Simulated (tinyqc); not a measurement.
## Permittivity and interlayer from two capacitances

Question. A two-layer stack has Cox = eps0/(t1/e1 + t2/e2) and EOT = 3.9 eps0/Cox. Find e2, the EOT of layer 1 and, with e1 given, t1.

Parameters, values chosen for the exercise: relative permittivity of layer 1 e1 = 3.84.

Constants: eps0 = 8.8541878128e-14 F/cm where lengths are in cm. Results are converted to the units shown.

Cox at t2 = 1.6 and 7.8 nm (uF/cm^2): [2.4805613, 1.4052690]

Solution. EOT is linear in t2 with slope 3.9/e2, and its intercept is the EOT of layer 1.

e2 = 22.70
EOT of layer 1 = 1.117 nm
t1 = 1.100 nm

Computed by the program tinyqc: `OMP_NUM_THREADS=1 python tinyqc.py 2010158 2010159 out.jsonl`, one thread of a shared Intel Xeon 2.30GHz, about 0.01 s for the whole run.
